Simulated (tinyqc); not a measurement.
A short-path metal as competitor: size effects in the resistivity of thin metal films and interconnect lines. Computed by tinyqc, a small Python program. Command: `OMP_NUM_THREADS=1 python tinyqc.py 3022426 3022427 out.jsonl size walk`. One thread of a shared host (Intel(R) Xeon(R) Processor @ 2.30GHz), about 0.01 s of CPU time with the checks.

Electrons lose their drift at surfaces (a share 1 - p of the hits) and at grain boundaries (reflection R), besides bulk scattering. The line sits in a trench with a non-conducting liner on both walls and the bottom; the spacing equals the drawn width.

Inputs (values chosen for the exercise, modelled on copper): bulk resistivity rho_b = 1.7 microohm cm; bulk mean free path lambda = 40 nm; specularity p = 0; grain-boundary reflection R = 0.35; grain size over metal width = 0.53; aspect ratio (height over width) = 2.2; liner thickness t = 2.8 nm; competitor: rho_b relative to this metal = 2.2; competitor: lambda relative to this metal = 0.45; competitor: liner relative to t = 0.

Geometry: line.

Method:
- Fuchs-Sondheimer film: rho_b/rho = 1 - (3/(2 kappa))(1 - p) int_0^1 (s - s^3)(1 - exp(-kappa/s))/(1 - p exp(-kappa/s)) ds, f = rho/rho_b, kappa = thickness/lambda, 80 Gauss-Legendre points.
- Line: the excess of a film of thickness w_m and of a film of thickness h_m are added, rho/rho_b = 1 + (f(w_m) - 1) + (f(h_m) - 1), an estimate that holds best when both sides exceed lambda.
- Mayadas-Shatzkes: alpha = (lambda/D) R/(1 - R); rho_b/rho = 1 - 3 alpha/2 + 3 alpha^2 - 3 alpha^3 ln(1 + 1/alpha).
- w_m = w - 2t, h_m = (aspect ratio) w - t, D = (ratio) w_m; rho = rho_b [1 + surface excess + grain excess].
- Effective resistivity rho (aspect ratio) w^2/(w_m h_m) for the metal with its liner, for the same metal without liner, and for a competitor with its own rho_b, lambda and liner, and for that competitor with the liner t; p, R, aspect and grain ratios are the same.

Effective resistivity (microohm cm):
```
w (nm)  this metal  without liner  competitor  competitor, liner t
200          2.497          2.393       4.428                4.604
100          3.400          3.092       5.113                5.567
50           5.576          4.500       6.493                7.877
30           9.417          6.367       8.350               11.980
20          16.417          8.666      10.674               19.479
14          31.733         11.568      13.643               35.823
10          78.894         15.365      17.557               85.629
```

What follows from these numbers?

The competitor wins below a width between 50.0 and 30.0 nm. In narrow lines rho scales as rho_b lambda/w, and the product rho_b lambda of the competitor is 0.99 times this metal's. At the narrowest width the liner costs this metal a factor 5.13. With the same liner the competitor wins nowhere in the table; at the narrowest width the thinner liner lowers it from 85.6 to 17.6. Rows with w - 2t below lambda stretch the additive estimate. Metal widths below about 5 nm are outside this semiclassical model.

Extremes, crossings and ranges named in words are read from the listed rows.
